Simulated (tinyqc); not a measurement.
Electrons shared among three sets of ellipsoidal valleys, step by step. Values are carried at full precision from step to step, so a last printed digit may differ when a step is redone from the rounded ones.

Constants: hbar^2/2m0 = 3.80998211 eV angstrom^2; kB = 8.617333262e-05 eV/K.

Inputs chosen for the exercise (masses and offsets near those of Ge; mobilities are free inputs, held fixed; shifted at random, so the results belong to these values and not to a real crystal): ml = (1.628, 0.039, 0.914) m0 (longitudinal masses of L, Gamma, Delta); mt = (0.0835, 0.039, 0.1956) m0 (transverse masses); M = (4, 1, 6) (valleys in each set); T = 400 K; dE = (0, 0.112, 0.216) eV (edges of L, Gamma, Delta above the first); n = 1.1e+17 1/cm^3 (total electron density); mu = (3600, 23000, 1200) cm^2/(V s) (mobility of each set).

## Masses of each set

One valley: m_d = (ml mt^2)^(1/3). Whole set: m_de = M^(2/3) m_d. Mean over three axes: 1/m_c = (1/ml + 2/mt)/3. Anisotropy K = ml/mt.

m_d, m_de, m_c (m0) and K of each set:
```
set       m_d    m_de     m_c      K
L      0.2247  0.5663  0.1221  19.50
Gamma  0.0390  0.0390  0.0390   1.00
Delta  0.3270  1.0798  0.2650   4.67
```

m_de/m_c is 4.64 for L, 1.00 for Gamma, 4.07 for Delta: many anisotropic valleys give many states at a light conductivity mass. m_c is the mean over three axes; a set that holds only some of the equivalent valleys conducts with a mass that depends on direction.

## Effective densities of states

N_i = M_i times N = 2 (m kB T/(4 pi c))^(3/2) with c = hbar^2/2m0, in 1/angstrom^3; times 1e24 for 1/cm^3, with m = (ml mt^2)^(1/3).

kT = 0.034469 eV

N_i (1/cm^3): L 1.6465e+19, Gamma 2.9756e+17, Delta 4.3348e+19

## Fermi level and populations

F_j(eta) = (1/Gamma(j + 1)) integral_0^infinity x^j dx/(1 + exp(x - eta)), which tends to exp(eta) for eta << 0.

Solve n = sum_i N_i F_1/2((EF - dE_i)/kT), energies from the edge of the first set.

EF = -0.1728 eV

eta_i: L -5.01, Gamma -8.26, Delta -11.28

n_i (1/cm^3): L 1.09e+17, Gamma 7.69e+13, Delta 5.48e+14

shares: L 0.9943, Gamma 0.0007, Delta 0.0050

L holds most electrons (99.4 %). Boltzmann weights N_i exp(-dE_i/kT) would give Gamma a share of 0.0007.

## Drift and Hall mobility of the mixture

With f_i the shares, mu_drift = sum f_i mu_i; low-field Hall mobility mu_H = sum f_i mu_i^2/mu_drift (scattering and anisotropy factors set to 1); the Hall density is n mu_drift/mu_H; rho = 1/(e n mu_drift), e = 1.602176634e-19 C.

mu_drift = 3602 cm^2/(V s)
mu_H = 3683 cm^2/(V s)
Hall density = 1.08e+17 1/cm^3
rho = 0.0158 ohm cm

A Hall measurement would read 97.8 % of the true density.

## Checks

- Share of Gamma at n = 1e10 1/cm^3 against the Boltzmann weight: both 0.0006973.

Program tinyqc; command `OMP_NUM_THREADS=1 python tinyqc.py 1651533 1651534 out.jsonl`; about 0.01 s on one thread of a shared Intel(R) Xeon(R) Processor @ 2.30GHz.
